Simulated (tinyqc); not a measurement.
Hubbard chain of 2 sites, step by step. One step of it, computed by the program tinyqc.

Question. Mean-field iteration 2. H(up) = T + U n(down), H(down) = T + U n(up); fill the lowest levels; n(new) = n + mixing (n(out) - n); E = tr T (rho up + rho down) + U sum n_up n_down of the output.

one-body matrix (hopping and site energies) (eV):
```
           1          2
1  -0.960000  -0.590000
2  -0.590000   0.550000
```

U = 1.400000 eV

electrons, up and down: 1  1

mixing = 0.200000

n(up) after iteration 1: 1 0.829367, 2 0.170633

n(down) after iteration 1: 1 0.309376, 2 0.690624

Give: levels, up; levels, down; energy; n(up) after iteration 2; n(down) after iteration 2.

Answer.

levels, up (eV): -0.685  1.675

levels, down (eV): -0.164  1.154

energy = -1.253 eV

n(up) after iteration 2: 1 0.850, 2 0.150

n(down) after iteration 2: 1 0.392, 2 0.608
